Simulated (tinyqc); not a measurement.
From one set of inputs to another, one input at a time: ion-assisted plasma etching: sheath, surface coverage, synergy and aspect-ratio dependence. Computed by tinyqc, a small Python program. Command: `OMP_NUM_THREADS=1 python tinyqc.py 3015126 3015127 out.jsonl etch ladder`. One thread of a shared host (Intel(R) Xeon(R) Processor @ 2.30GHz), about 0.01 s of CPU time with the checks.

Radicals adsorb on bare sites; ions remove covered sites with a high yield and bare sites by sputtering; a slow spontaneous reaction acts everywhere, walls included.

The inputs printed are set A. Set A is close to those used for silicon in a halogen plasma; the values taken over come from a set close to those used for silicon dioxide in a fluorocarbon plasma. Inputs not listed in the table keep their values of set A, so the rows need not describe a real material.

Inputs (values chosen for the exercise, close to those used for silicon in a halogen plasma):
```
quantity                                value       unit
plasma density n_e                    4.7e+10     1/cm^3
electron temperature T_e                    3         eV
ion mass M_i                             35.5          u
sheath voltage V                          690          V
radical density n                     2.9e+12     1/cm^3
radical mass M_n                         35.5          u
gas temperature T_g                       600          K
sticking coefficient s                    0.3          -
radicals per removed unit x                 4          -
yield slope b                           0.082  eV^(-1/2)
threshold E_th                             26         eV
sputter slope b_p                       0.013  eV^(-1/2)
sputter threshold E_p                      37         eV
spontaneous reaction probability k_c  6.3e-05          -
solid density N                         5e+22     1/cm^3
ion temperature T_i                      0.25         eV
aspect ratio A                            2.3          -
```

Feature: long trench.

Constants: e = 1.602176634e-19 C; u = 1.6605390666e-27 kg; k_B = 1.380649e-23 J/K; eps_0 = 8.8541878128e-12 F/m.

Method:
- Bohm speed u_B = sqrt(e T_e/M_i); ion flux G_i = 0.61 n_e u_B; radical flux G_n = n c/4 with c = sqrt(8 k_B T_g/(pi M_n)).
- Debye length lambda_D = sqrt(eps_0 T_e/(e n_s)) with n_s = 0.61 n_e, T_e in volts; Child-law sheath d = (sqrt2/3) lambda_D (2 V/T_e)^(3/4); ion energy E = V + T_e/2; angular spread = arctan(sqrt(T_i/E)).
- Yields: Y = b (sqrt(E) - sqrt(E_th)) on covered sites, Y_p = b_p (sqrt(E) - sqrt(E_p)) on bare ones (zero below threshold).
- Steady coverage: s G_n (1 - theta) = x Y G_i theta; removal flux = Y G_i theta + Y_p G_i (1 - theta) + k_c G_n; rate = flux/N, 1 cm/s = 6e8 nm/min.
- Lateral rate = k_c G_n/N; anisotropy = 1 - lateral/vertical; synergy = vertical/(ions alone + radicals alone), with ions alone Y_p G_i/N and radicals alone the lateral rate.
- Transmission of a long trench, rough form: K = (1 + ln(1 + A))/(1 + A + ln(1 + A)), walls that scatter diffusely without loss. With a loss probability S = s (1 - theta) at the floor, G_b/G_n = K/(K + S - K S); theta follows G_b, and the two are solved together. Ions are taken to reach the floor unshadowed; G_b replaces G_n in every term of the rate; A is depth over width.

Each row keeps all changes above it:
```
input moved                              from       to  vertical rate (nm/min)  anisotropy  floor rate over open-field rate
set A                                       -        -                   52.82     0.99938                          0.90888
aspect ratio A                            2.3       24                   52.82     0.99938                          0.71341
sheath voltage V (V)                      690      210                   32.97     0.99901                          0.67599
radical density n (1/cm^3)            2.9e+12  1.9e+13                   61.33     0.99650                          0.90915
plasma density n_e (1/cm^3)           4.7e+10  7.1e+10                   84.57     0.99746                          0.84685
electron temperature T_e (eV)               3      4.6                   99.08     0.99783                          0.81021
spontaneous reaction probability k_c  6.3e-05  3.9e-05                   99.00     0.99866                          0.81044
sticking coefficient s                    0.3     0.48                  111.19     0.99880                          0.80855
```

Which inputs carry the difference?

Vertical rate goes from 52.8 to 111, a factor 2.11 in all. The largest single move comes from radical density n (a factor 1.86), and sheath voltage V works against it (a factor 0.624). anisotropy ends near its start, 0.999; the largest single move comes from radical density n (a factor 0.99749). Floor rate over open-field rate goes from 0.909 to 0.809, a factor 0.890 in all. The largest single move comes from radical density n (a factor 1.34), but it runs against the net change; the largest move in the direction of the net change is aspect ratio A (a factor 0.785). The single moves hold for this order of the switches; the total does not depend on the order.

Caution (rows set A, aspect ratio A): a sheath of several millimetres is collisional at usual pressures, which lowers the ion energy and widens the angles. Caution (all rows): the trench transmission is an interpolation between the limits 1 and ln(A)/A, good to tens of per cent. Caution (rows sheath voltage V, radical density n, plasma density n_e, electron temperature T_e, spontaneous reaction probability k_c, sticking coefficient s): at this aspect ratio many ions strike the walls, so ion shadowing, left out here, adds to the lag.

Extremes, crossings and ranges named in words are read from the listed rows.
